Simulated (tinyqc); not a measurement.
CIS on RHF in the 6-31g basis, for H2, spin multiplicity 1, step by step. One step of it, computed by the program tinyqc.

Question. CIS matrix, singlets. A(ia,jb) = (e_a - e_i) d_ij d_ab + 2 (ia|jb) - (ij|ab).

orbital energies (hartree): MO1 -0.619664, MO2 0.258159, MO3 0.739502, MO4 1.514641

Two-electron integrals over orbitals (pq|rs), unique and non-zero (hartree):
```
(11|11) 0.679667    (21|21) 0.071826    (22|11) 0.430950    (22|22) 0.382109
(31|11) 0.177049    (31|22) 0.044601    (31|31) 0.112926    (32|21) -0.025144
(32|32) 0.038408    (33|11) 0.539780    (33|22) 0.376479    (33|31) 0.118978
(33|33) 0.460782    (41|21) -0.077333   (41|32) -0.013348   (41|41) 0.145545
(42|11) -0.143196   (42|22) -0.049886   (42|31) -0.069270   (42|33) -0.091743
(42|42) 0.062155    (43|21) -0.072335   (43|32) 0.004188    (43|41) 0.119799
(43|43) 0.113621    (44|11) 0.694910    (44|22) 0.439516    (44|31) 0.209738
(44|33) 0.557279    (44|42) -0.166404   (44|44) 0.775732
```

Give: CIS matrix A, singlet.

Answer.

CIS matrix A, singlet (hartree):
```
         1>2     1>3      1>4
1>2   0.5905  0.0000  -0.0115
1>3   0.0000  1.0452   0.0000
1>4  -0.0115  0.0000   1.7305
```
